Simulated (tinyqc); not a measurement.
Inside a calculation. Model: capacitance measurement on a leaky thin oxide: effects of series resistance and leakage.

Numbers from tinyqc (`OMP_NUM_THREADS=1 python tinyqc.py 2022008 2022009 out.jsonl`; about 0.01 s on one thread of a shared Intel Xeon 2.30GHz). Printed values are rounded.

The device is a capacitance C in parallel with a leakage conductance G, in series with Rs and Ls. An impedance meter reports either a parallel pair (Cp, Gp) from Y = 1/Z = Gp + i w Cp or a series pair (Cs, Rm) from Z = Rm + 1/(i w Cs); w = 2 pi f, dissipation D = Gp/(w |Cp|).

Inputs (values chosen for the exercise); values of the order met in thin-oxide MOS capacitors: relative permittivity of the gate insulator (close to aluminium oxide) eox = 8.84; insulator thickness tox = 4.8 nm; gate area A = 10000 um^2; oxide-equivalent thickness added by the accumulation layer zc = 0.26 nm; oxide-equivalent thickness added by gate depletion zp = 0 nm; gate leakage current density, not matched to the thickness Jg = 0.52 A/cm^2; voltage for an e-fold rise of the leakage Vs = 0.24 V; series resistance Rs = 8.1 ohm; series inductance Ls = 11 nH; measuring frequency f = 50000 Hz.

Constants: eps0 = 8.8541878128e-14 F/cm where lengths are in cm. Results are converted to the units shown.

## True capacitance and conductance

EOT = 3.9 tox/eox; CET = EOT + zc + zp; C = 3.9 eps0 A/CET; G = Jg A/Vs.

EOT = 2.117647 nm
CET = 2.377647 nm
C = 145.2332 pF
G = 216.6667 uS

## What the meter reports

Z = Rs + i w Ls + 1/(G + i w C).

Z = 4427.505-930.649i ohm
Cp = 144.7243 pF
Gp = 216.3039 uS
Cs = 3420.300 pF
D = 4.757438

Cp is 0.35 % below C and Cs is 23.6 times it; G Rs = 0.00175, w C Rs = 3.70e-4 and G/(w C) = 4.75.
